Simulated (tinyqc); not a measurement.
Hydrogenic impurity: series, fields, screening, photoionisation and donor-acceptor pairs. From one set of inputs to another, one input at a time. Computed by tinyqc, a small Python program. Command: `OMP_NUM_THREADS=1 python tinyqc.py 3001091 3001092 out.jsonl hydrogenic ladder`. One thread of a shared host (Intel(R) Xeon(R) Processor @ 2.30GHz), about 0.03 s of CPU time with the checks.

One isotropic, parabolic band. Effective units: Ry* and a*, in which H = -nabla^2 - 2/r.

The inputs printed are set A. Inputs not listed in the table keep their values of set A, so the rows need not describe a real material.

Inputs (values chosen for the exercise, for a model semiconductor): electron mass m = 0.0741 m_0; dielectric constant eps = 8.64; donor density N = 1.1e+17 cm^-3; magnetic field B = 0.94 T.

Parts treated: magnetic field and photoionisation.

Constants: Ry = 13.605693123 eV; a_0 = 0.529177210903 angstrom; h x 1 THz = 4.135667696 meV; mu_B = 5.7883818060e-05 eV/T.

Method:
- Ry* = Ry m/eps^2, a* = a_0 eps/m; level n is bound by Ry*/n^2; <r> = (3/2) a* in 1s; lines 1s -> np at Ry* (1 - 1/n^2); 1 THz = 4.135667696 meV.
- Wigner-Seitz radius r_s = (3/(4 pi N))^(1/3); Mott criterion N_c^(1/3) a* = 0.26; overlap of two 1s orbitals at distance d: S = exp(-x)(1 + x + x^2/3), x = d/a*, with d = N^(-1/3).
- gamma = hbar omega_c/(2 Ry*) = mu_B B/(m Ry*). For m_z = 0, H = -nabla^2 - 2/r + gamma^2 rho^2/4, and the band edge moves to gamma Ry*. Basis: exp(-al rho^2 - be z^2), al_k = 0.02 x 2.4^k + gamma/4 x c with k = 0..11, be_k = 0.02 x 2.4^k and c = 0, 0.5, 1 (36 functions). With A = al_i + al_j, B = be_i + be_j (not the field) and the common factor pi^(3/2) dropped: S = 1/(A sqrt(B)), kinetic S (4 al_i al_j/A + 2 be_i be_j/B), <rho^2> = S/A, <1/r> = (2/sqrt(pi)) atanh(u)/(A u), u = sqrt(1 - B/A), which is (2/sqrt(pi))/A when A = B; overlap eigenvalues below 1e-11 are dropped. Binding = (gamma - E) Ry*; the spin term shifts level and edge alike.

Each row keeps all changes above it:
```
input moved                 from       to  Ry* (meV)  Mott density (cm^-3)  binding energy in the field (meV)
set A                          -        -     13.506            7.4822e+16                             14.220
dielectric constant eps     8.64       13      5.966            2.1966e+16                              6.655
donor density N (cm^-3)  1.1e+17  2.1e+15      5.966            2.1966e+16                              6.655
magnetic field B (T)        0.94      3.4      5.966            2.1966e+16                              8.109
electron mass m (m_0)     0.0741   0.0674      5.426            1.6530e+16                              7.694
```

Ry* goes from 13.5 to 5.43, a factor 0.402 in all. The largest single move comes from dielectric constant eps (a factor 0.442). Mott density goes from 7.48e16 to 1.65e16, a factor 0.221 in all. The largest single move comes from dielectric constant eps (a factor 0.294). Binding energy in the field goes from 14.2 to 7.69, a factor 0.541 in all. The largest single move comes from dielectric constant eps (a factor 0.468), and magnetic field B works against it (a factor 1.22). The single moves hold for this order of the switches; the total does not depend on the order.

Caution (rows set A, dielectric constant eps): N lies above the Mott density, where the levels of isolated donors have no meaning.

Extremes, crossings and ranges named in words are read from the listed rows.
